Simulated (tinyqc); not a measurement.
Binding against mu: shallow acceptor in the spherical model (Baldereschi-Lipari), strong spin-orbit limit. Computed by tinyqc, a small Python program. Command: `OMP_NUM_THREADS=1 python tinyqc.py 3016237 3016238 out.jsonl acceptor walk`. One thread of a shared host (Intel(R) Xeon(R) Processor @ 2.30GHz), about 0.01 s of CPU time with the checks.

The 1S(3/2) state has an s envelope f(r) and a d envelope g(r). In effective units they obey -(f'' + 2f'/r + 2f/r) + mu (g'' + 5g'/r + 3g/r^2) = E f and -(g'' + 2g'/r - 6g/r^2 + 2g/r) + mu (f'' - f'/r) = E g. The cubic term, the split-off band and the central cell are left out.

Inputs (values chosen for the exercise, for a model semiconductor): Luttinger gamma_1 = 3.74; Luttinger gamma_2 = 1.12; Luttinger gamma_3 = 1.45; dielectric constant eps = 11.6.

Constants: Ry = 13.605693123 eV; a_0 = 0.529177210903 angstrom.

Method:
- Ry* = Ry/(gamma_1 eps^2), a* = a_0 eps gamma_1, mu = (6 gamma_3 + 4 gamma_2)/(5 gamma_1), delta = (gamma_3 - gamma_2)/gamma_1; spherical masses 1/(gamma_1 (1 - mu)) (heavy) and 1/(gamma_1 (1 + mu)) (light).
- Basis: f_i = exp(-zeta_i r), g_i = r exp(-zeta_i r), weight r^2 dr, s = zeta_i + zeta_j. S_ff = 2/s^3, H_ff = zeta_i zeta_j S_ff - 2/s^2; S_gg = 24/s^5, H_gg = 8/s^3 + 24 zeta_i zeta_j/s^5 - 12/s^4; H(f_i, g_j) = mu (6 zeta_i^2/s^4 + 2 zeta_i/s^3); S_fg = 0. Each function is normalised by sqrt(S_ii).
- Large basis: zeta_i = 0.08 x 1.55^(i-1), i = 1..20 in each channel; overlap eigenvalues below 1e-11 are dropped.

mu = 0.704813

1S(3/2):
```
mu    binding (Ry*)  d weight  binding x (1 - mu)
0.10         1.0091   0.00424             0.90817
0.21         1.0414   0.01878             0.82273
0.42         1.1920   0.07662             0.69137
0.50         1.2985   0.10979             0.64927
0.70         1.8570   0.22314             0.55709
0.80         2.5802   0.29828             0.51604
0.90         4.7683   0.38818             0.47683
0.95         9.1447   0.44002             0.45723
```

What does the comparison show, and why?

The binding grows from 1.009 to 9.14 Ry*, slowly at first (second order in mu), while the d weight rises to 0.44. The last column, the binding in units of the heavy-hole Rydberg, falls to 0.457, towards about 0.44 as mu tends to 1.
